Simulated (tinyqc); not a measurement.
# Two-band model of a narrow-gap semiconductor with electrons and holes, step by step

A worked calculation. Computed by tinyqc, a small Python program that keeps every step. Command: `OMP_NUM_THREADS=1 python tinyqc.py 3000192 3000193 out.jsonl bipolar walk`. One thread of a shared host (Intel(R) Xeon(R) Processor @ 2.30GHz), about 0.04 s of CPU time with the checks. Intermediate numbers are printed to about 6 digits and carried at full precision; extremes and crossings named in words are read from the listed rows.

Two parabolic bands with acoustic scattering (r = -1/2, a = 0), a gap that does not change with T, and fully ionised dopants. Melting is ignored, so values above the melting point are formal, and kappa_L does not change with T. eta_n = (E_F - E_c)/(k_B T), eta_p = -eta_n - E_g/(k_B T).

Inputs (values chosen for the exercise, modelled on InSb): electron mass m_n = 0.013 m_0; hole mass m_p = 0.42 m_0; electron mobility parameter mu_300,n = 60000 cm^2/(V s); hole mobility parameter mu_300,p = 710 cm^2/(V s); temperature exponent p = 1.5; band gap E_g = 0.18 eV; net doping N = 5.3e+16 1/cm^3; lattice thermal conductivity kappa_L = 16 W/(m K); temperature T = 670 K.

Doping: p-type.

Constants: k_B = 8.617333262e-05 eV/K; m_0 = 9.1093837015e-31 kg; k_B = 1.380649e-23 J/K; hbar = 1.054571817e-34 J s; e = 1.602176634e-19 C.

## Fermi level

With x = E/(k_B T), a = alpha k_B T (0 for a parabolic band), G = x (1 + a x), D = 1 + 2 a x and <y> = int y f (1 - f) dx, f = 1/(1 + exp(x - eta)): tau = tau_0 G^r/D; transport function s = G^(3/2 + r)/D^2; n = N_0 <G^(3/2)> with N_0 = (2 m k_B T)^(3/2)/(3 pi^2 hbar^3). Integrals over x = E/(k_B T) use 160 Gauss-Legendre points in u = sqrt(x) from 0 to sqrt(max(eta, 0) + 32). Neutrality: p - n = N, with n = N_0(m_n) <x^(3/2)> at eta_n and p = N_0(m_p) <x^(3/2)> at eta_p.

eta_n = 1.26313

eta_p = -4.38076

## Each band alone

sigma = e mu_0 N_0 <s> with mu_0 = e tau_0/m = mu_300 (T/300 K)^(-p); |S| = (k_B/e)(<x s>/<s> - eta); Lorenz number L = (k_B/e)^2 (<x^2 s>/<s> - (<x s>/<s>)^2); kappa_e = L sigma T; zT = S^2 sigma T/(kappa_L + kappa_e). Hall factor r_H = <x^(3/2)> <x^(1/2)>/<s>^2.

Partial coefficients:
```
band       sigma (S/cm)  |S| (microvolt/K)  L (1e-8 V^2/K^2)  density (1/cm^3)  Hall factor
electrons       406.731            139.358           1.75706       2.31069e+17      1.09749
holes           7.27001            550.388           1.48748       2.84069e+17      1.17721
```

The nominal minority band carries 98 % of the conductivity.

## Both bands together

Both bands together (these totals replace the one-band zT): sigma = sigma_n + sigma_p; S = (sigma_p |S_p| - sigma_n |S_n|)/sigma; kappa_bip = (sigma_n sigma_p/sigma)(|S_n| + |S_p|)^2 T; kappa_e = (L_n sigma_n + L_p sigma_p) T; zT = S^2 sigma T/(kappa_L + kappa_e + kappa_bip); weak-field R_H = (r_p sigma_p^2/p - r_n sigma_n^2/n)/(e sigma^2), where the Hall factors r_n and r_p are <x^(3/2)> <x^(1/2)>/<s>^2.

conductivity sigma = 414.001 S/cm

Seebeck coefficient S = -127.246 microvolt/K

bipolar thermal conductivity = 0.227664 W/(m K)

kappa_e = 0.486061 W/(m K)

zT = 0.0268714

Hall coefficient R_H = -28.6048 cm^3/C

The minority carriers have reversed the sign of S, and bipolar flow adds 1.4 % of the thermal conductivity.

## Against temperature

The formulas are those given above.

The same sample:
```
T (K)   n (1/cm^3)   p (1/cm^3)  sigma (S/cm)  S (microvolt/K)  kappa_bip (W/(m K))           zT  R_H (cm^3/C)
150    5.32665e+11  5.30005e+16        12.798          500.413          3.90085e-04  3.00385e-03   1.28313e+02
200    4.10908e+13  5.30411e+16         8.867          462.101          1.58867e-02  2.36399e-03  -5.55811e+02
250    6.37151e+14  5.36372e+16        12.061           32.978          8.56792e-02  2.03811e-05  -2.85302e+03
300    4.04479e+15  5.70448e+16        33.672         -227.390          1.12824e-01  3.23854e-03  -1.31843e+03
350    1.38733e+16  6.68733e+16        80.938         -232.036          1.13937e-01  9.43975e-03  -4.64240e+02
400    3.15755e+16  8.45755e+16       142.483         -203.334          1.21635e-01  1.45351e-02  -2.11571e+02
500    8.74617e+16  1.40462e+17       262.494         -161.426          1.53800e-01  2.08907e-02  -7.66451e+01
600    1.65439e+17  2.18439e+17       359.243         -137.978          1.95761e-01  2.47705e-02  -4.01785e+01
750    3.15919e+17  3.68919e+17       466.287         -118.262          2.65506e-01  2.89598e-02  -2.08074e+01
900    5.00158e+17  5.53158e+17       542.490         -106.924          3.38710e-01  3.23940e-02  -1.30397e+01
1050   7.13372e+17  7.66372e+17       599.023          -99.600          4.13514e-01  3.54859e-02  -9.09127e+00
1200   9.52260e+17  1.00526e+18       642.482          -94.494          4.89187e-01  3.83713e-02  -6.78246e+00
```

Among the rows where S keeps the majority sign, zT is largest at 150 K (the edge of those rows) and |S| at 150 K (an edge of the table). Among these rows sigma is least at 200 K; at higher T thermal pairs outweigh the falling mobility. R_H changes sign between 150 and 200 K. S changes sign between 250 and 300 K. kappa_bip reaches 0.489 W/(m K) at the last row, 0.0306 times kappa_L.

Checks made by the program: neutrality (relative difference below 1e-10).
